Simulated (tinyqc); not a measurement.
Vacuum evaporation: vapour pressure, source flux, thickness distribution, purity and step coverage: one step, computed by the program tinyqc.

Molecular flow, unit sticking of the metal, no re-evaporation. The background gas is taken as water vapour (18.015 g/mol, collision diameter 0.37 nm) at 300 K.

Task: Vapour pressure and flux. log10(p_v/Pa) = A - B/T; flux from the surface Phi = p_v/sqrt(2 pi m k_B T), m = M u. Mass loss = Phi x area x m; heat of evaporation = ln(10) R B; d ln Phi/dT = ln(10) B/T^2 - 1/(2 T).

Inputs (values chosen for the exercise, modelled on gallium, with constants for the liquid):

| quantity | value | unit |
|---|---|---|
| molar mass M | 69.72 | g/mol |
| vapour-pressure constant A | 10.72 | - |
| vapour-pressure constant B | 14000 | K |
| source temperature T | 1330 | K |
| source area | 0.47 | cm^2 |

Constants: u = 1.6605390666e-27 kg; k_B = 1.380649e-23 J/K; R = 8.314462618 J/(mol K).

Give: vapour pressure p_v; flux Phi; mass loss; heat of evaporation; change of flux per kelvin.

Result:

vapour pressure p_v = 1.562 Pa

flux Phi = 1.352e+18 1/(cm^2 s)

mass loss = 0.2647 g/h

heat of evaporation = 268.0 kJ/mol

change of flux per kelvin = 1.785 %/K

Holding the rate to 1 % needs the temperature to about 0.56 K.
